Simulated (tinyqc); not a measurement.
Off-state leakage of single and stacked transistors: two steps of the calculation.

n-channel devices of unit width. Subthreshold current I(Vg, Vs, Vd) = I0 (T/300 K)^0.5 exp[(Vg - Vs - VT(T) - gb (Vs - Vb) + dd (Vd - Vs))/(nf Vt)] (1 - exp(-(Vd - Vs)/Vt)), VT(T) = VT - cT (T - 300 K). Gate-edge tunnelling Ig (Vd/1 V) exp(ag (Vd - 1 V)), for a gate at 0 V, and band-to-band leakage Ab u exp(-Bb/u), u = Vd - Vb + 1 V, flow at a drain held at V; both are taken as independent of T. In a stack of off transistors (all gates at 0 V) the same subthreshold current passes through each.

Values chosen for this exercise; values of the order met in bulk silicon logic transistors:
```
symbol,value,unit,meaning
T,378,K,temperature
V,0.9,V,supply voltage
VT,0.38,V,"threshold at 300 K, zero drain and body bias"
cT,0.6,mV/K,fall of the threshold with temperature
I0,0.15,uA/um,current at threshold at 300 K
nf,1.45,,slope factor
dd,0.12,,drain-induced lowering per volt
gb,0.16,,rise of the threshold per volt of source-body bias
Ig,6e-6,uA/um,gate-edge tunnelling current at 1 V
ag,3.3,1/V,exponential slope of the gate current
Ab,300,uA/(um V),prefactor of band-to-band leakage at the drain
Bb,25,V,its exponential voltage
Vb,0,V,body voltage
```

Constants: q = 1.602176634e-19 C, kB = 1.380649e-23 J/K, Vt = kB T/q. Results are converted to the units shown.

Task 1. Leakage of one transistor. Vg = Vs = 0, Vd = V; effective threshold VT(T) - gb Vb - dd V.

Give: effective threshold; parts; total; shares.

Result 1.

effective threshold = 0.22520 V
parts (nA/um): subthreshold 1.4307, gate edge 0.0038822, band-to-band 1.1002
total = 2.5348 nA/um
shares (%): subthreshold 56.443, gate edge 0.15315, band-to-band 43.403

The subthreshold part is the largest.

Task 2. New Vx. Stack of two, Vx the node between them: I_low = I(0, 0, Vx), I_up = I(0, Vx, V), f = ln(I_up/I_low), f' = -(1 + gb + 2 dd)/(nf Vt) - 1/(Vt (exp(Vx/Vt) - 1)) - 1/(Vt (exp((V - Vx)/Vt) - 1)), Vx(new) = Vx - f/f'.

Vx at the start = 0.077 V

Wanted: I_low; I_up; f; f'; Vx after iteration 1.

Result 2.

I_low = 0.16016 nA/um
I_up = 0.17754 nA/um
f = 0.10301
f' = -32.828 1/V
Vx after iteration 1 = 0.080138 V

Numbers from tinyqc (`OMP_NUM_THREADS=1 python tinyqc.py 2242162 2242163 out.jsonl`; about 0.04 s on one thread of a shared Intel Xeon 2.30GHz).
